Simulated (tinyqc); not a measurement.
Inside a calculation. Model: p-type polysilicon, carrier trapping at grain boundaries.

Computed by the program tinyqc: `OMP_NUM_THREADS=1 python tinyqc.py 2830095 2830096 out.jsonl`, one thread of a shared Intel Xeon 2.30GHz, about 0.01 s for the whole run. Printed values are rounded.

One-dimensional grains of size Lg, uniform ionised doping N, monovalent traps Qt at each boundary at a depth Et below (for electrons) or above (for holes) the band edge there, abrupt depletion of width W on each side of a boundary, Boltzmann statistics. xi is the distance from the band edge at the grain centre to the Fermi level. Trapped charge Qt/(1 + exp((xi + VB - Et)/Vt)) = 2 N W, barrier VB = q N W^2/(2 eps0 eps_r).

Values chosen for this exercise; values of the order met in polycrystalline silicon:

| symbol | value | unit | meaning |
|---|---|---|---|
| T | 300 | K | temperature |
| eps_r | 11.7 |  | relative permittivity |
| NB | 2.65e19 | cm^-3 | valence-band density of states at T |
| Lg | 22 | nm | grain size |
| Qt | 1.3e12 | cm^-2 | trap density of a grain boundary |
| Et | 0.48 | eV | depth of the trap level from the majority band edge at the boundary |
| ms | 0.34 | m0 | mass for thermionic emission |
| fe | 0.25 |  | correction factor of the emission rate |
| mug | 60 | cm^2/(V s) | mobility inside the grains |
| N | 2.2e18 | cm^-3 | doping |

Constants: q = 1.602176634e-19 C, kB = 1.380649e-23 J/K, m0 = 9.1093837015e-31 kg, Vt = kB T/q, eps0 = 8.8541878128e-14 F/cm where lengths are in cm. Results are converted to the units shown.

Range of the model: VB is below Vt, where abrupt depletion and thermionic emission are rough.

## Starting value

W = 1.8 nm.

W at the start = 1.8 nm

## Iteration 1: new W

Partly depleted grain, xi = Vt ln(NB/N): f = 1/(1 + exp((xi + VB - Et)/Vt)), g = Qt f - 2 N W, g' = -2 Qt f (1 - f) VB/(W Vt) - 2 N, W(new) = W - g/g'.

VB = 0.005512054 V
f = 0.9999999
g = 5.079998e11 cm^-2
g' = -4.400000e11 cm^-2/nm
W after iteration 1 = 2.954545 nm

## Iteration 2: new W

As before.

VB = 0.01485079 V
f = 0.9999998
g = -27047.39 cm^-2
g' = -4.400001e11 cm^-2/nm
W after iteration 2 = 2.954545 nm

## Course of the iteration

Stop when the step is below 1e-10 nm, or after 40 iterations.

Course of the iteration:
```
iteration  W before the step (nm)  step (nm)
1                             1.8       1.15
2                        2.954545   -6.15e-8
3                        2.954545    < 1e-12
```

Converged in 3 iterations.

## Depletion width, Fermi level and barrier

If the trap equation with xi = Vt ln(NB/N) has a root W < Lg/2, the grain is partly depleted; otherwise W = Lg/2 and the trap equation gives xi = Et - VB + Vt ln(Qt/(N Lg) - 1). N* = Qt/Lg.

N* = 5.909091e17 cm^-3
W = 2.954545 nm
xi = 0.06433755 V
VB = 0.01485079 V
share of traps filled = 0.9999998

N is 3.72 N*, and the grain is partly depleted; VB = 0.574 Vt.

## Resistivity and effective mobility

n0 = NB exp(-xi/Vt); mean density n0 (1 - 2 W/Lg) by charge balance in a partly depleted grain, and n0 (sqrt(pi)/2) erf(u)/u with u = sqrt(VB/Vt) in a fully depleted one; v = sqrt(kB T/(2 pi ms m0)); barrier resistivity Vt exp(VB/Vt)/(q fe n0 v Lg); grain resistivity (1 - 2 W/Lg)/(q n0 mug); effective mobility 1/(q mean density total resistivity).

n0 = 2.2e18 cm^-3
mean density = 1.609091e18 cm^-3
v = 4.613477e6 cm/s
barrier resistivity = 0.05133959 ohm cm
grain resistivity = 0.03458387 ohm cm
resistivity = 0.08592346 ohm cm
effective mobility = 45.14371 cm^2/(V s)

The resistivity is 1.82 times that of a single crystal with the same N and mobility mug, and the mean density is 73.1 % of N.
